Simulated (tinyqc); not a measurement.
What each parameter does: two-band massive Dirac model of the K valleys.

Basis (conduction, valence): H = [[D/2, a t (tau kx - i ky)], [a t (tau kx + i ky), -D/2 + lam tau sz]], valley tau = +/-1, spin sz = +/-1. The gap of a spin and valley is G = D - lam tau sz. Berry curvature Omega = curl of i<u|grad u>; for the conduction band Omega_c = -tau 2 a^2 t^2 G/(G^2 + 4 a^2 t^2 k^2)^(3/2), and Omega_v = -Omega_c.

Constants: hbar^2/2m0 = 3.80998211 eV angstrom^2.

Values chosen for the exercise (near those used for monolayer WS2; the results hold for these values, not for the real material):

| symbol | value | unit | meaning |
|---|---|---|---|
| a | 3.199 | angstrom | lattice constant |
| D | 1.66 | eV | gap parameter |
| t | 1.33 | eV | effective hopping |
| lam | 0.197 | eV | half the valence spin splitting |

Flavour tau = sz = +1 at k = 0: gap G, mass c G/(a t)^2 with c = hbar^2/2m0, Omega_c, and the B - A splitting 2 lam.

One parameter was then changed.

Results before and after:

| case | G (eV) | mass (m0) | Omega_c (angstrom^2) | B - A (eV) |
|---|---|---|---|---|
| base | 1.4630 | 0.3079 | -16.915 | 0.3940 |
| changed | 1.3645 | 0.2872 | -19.445 | 0.5910 |

Which of these changes was made? (a) lam = 0.2955 eV; (b) t = 1.463 eV; (c) D = 1.826 eV; (d) a = 3.263 angstrom.

Answer: (a) lam = 0.2955 eV. Of the candidates, run in turn, only this one gives the changed row.

All candidates:

| case | G (eV) | mass (m0) | Omega_c (angstrom^2) | B - A (eV) |
|---|---|---|---|---|
| base | 1.4630 | 0.3079 | -16.915 | 0.3940 |
| a = 3.263 angstrom | 1.4630 | 0.2960 | -17.599 | 0.3940 |
| D = 1.826 eV | 1.6290 | 0.3429 | -13.643 | 0.3940 |
| t = 1.463 eV | 1.4630 | 0.2545 | -20.467 | 0.3940 |
| lam = 0.2955 eV | 1.3645 | 0.2872 | -19.445 | 0.5910 |

The mass goes as G/(a t)^2 and the curvature as (a t)^2/G^2, so their product is -2c/G.

tinyqc: `OMP_NUM_THREADS=1 python tinyqc.py 1480705 1480706 out.jsonl`; about 0.01 s, one thread, shared Intel(R) Xeon(R) Processor @ 2.30GHz.
